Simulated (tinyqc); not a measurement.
# Electron continuity equation in a given potential, Scharfetter-Gummel discretisation: three discretisations compared

Steady state in one dimension: J = q mu n E + q D dn/dx with E = -dpsi/dx and D = mu Vt, dJ/dx = q (n/tau - G), fixed densities nL and nR at the ends. The potential is given, psi = U x/L, and is not changed by the electrons.

11 equal intervals. Fluxes J_i = (q D/h)(n_(i+1) P_i - n_i Q_i), d_i = (psi_(i+1) - psi_i)/Vt: Scharfetter-Gummel P = B(d), Q = B(-d), B(d) = d/(exp(d) - 1); central P = 1 - d/2, Q = 1 + d/2; upwind P = 1 + max(-d, 0), Q = 1 + max(d, 0). Balance at each inner node: J_i - J_(i-1) = q h (n_i/tau - G). The reference is Scharfetter-Gummel on 2200 intervals.

Parameters, values chosen for the exercise; mobility close to that of indium arsenide at room temperature: temperature T = 350 K; electron mobility mu = 29700 cm^2/(V s); length of the region L = 0.75 um; density at x = 0 nL = 4.6e13 cm^-3; density at x = L nR = 1.2e13 cm^-3; lifetime tau = 2.8e-13 s; uniform generation rate G = 0 cm^-3 s^-1; potential difference psi(L) - psi(0) U = 0.055 V.

Constants: q = 1.602176634e-19 C, kB = 1.380649e-23 J/K, Vt = kB T/q. Results are converted to the units shown.

Densities (cm^-3):
```
node	Scharfetter-Gummel	central	upwind	reference
0	4.6000e13	4.6000e13	4.6000e13	4.6000e13
1	3.2376e13	3.2365e13	3.2733e13	3.2272e13
2	2.2822e13	2.2807e13	2.3333e13	2.2675e13
3	1.6147e13	1.6131e13	1.6699e13	1.5991e13
4	1.1523e13	1.1507e13	1.2060e13	1.1375e13
5	8.3877e12	8.3731e12	8.8881e12	8.2548e12
6	6.3783e12	6.3650e12	6.8374e12	6.2623e12
7	5.2924e12	5.2802e12	5.7140e12	5.1926e12
8	5.0777e12	5.0665e12	5.4635e12	4.9931e12
9	5.8479e12	5.8380e12	6.1840e12	5.7798e12
10	7.9358e12	7.9288e12	8.1702e12	7.8917e12
11	1.2000e13	1.2000e13	1.2000e13	1.2000e13
```

What does the comparison show?

Largest errors as a share of the largest reference density listed: Scharfetter-Gummel 0.34 %, central 0.30 %, upwind 1.5 %. The largest |d| is 0.166. Upwinding stays positive but acts as if D were larger by the factor 1 + |d|/2, up to 1.08 here.

Range of the model: The drift velocity mu E exceeds 1e7 cm/s somewhere, where real mobilities no longer stay constant.

Numbers from tinyqc (`OMP_NUM_THREADS=1 python tinyqc.py 2220067 2220068 out.jsonl`; about 0.01 s on one thread of a shared Intel Xeon 2.30GHz).
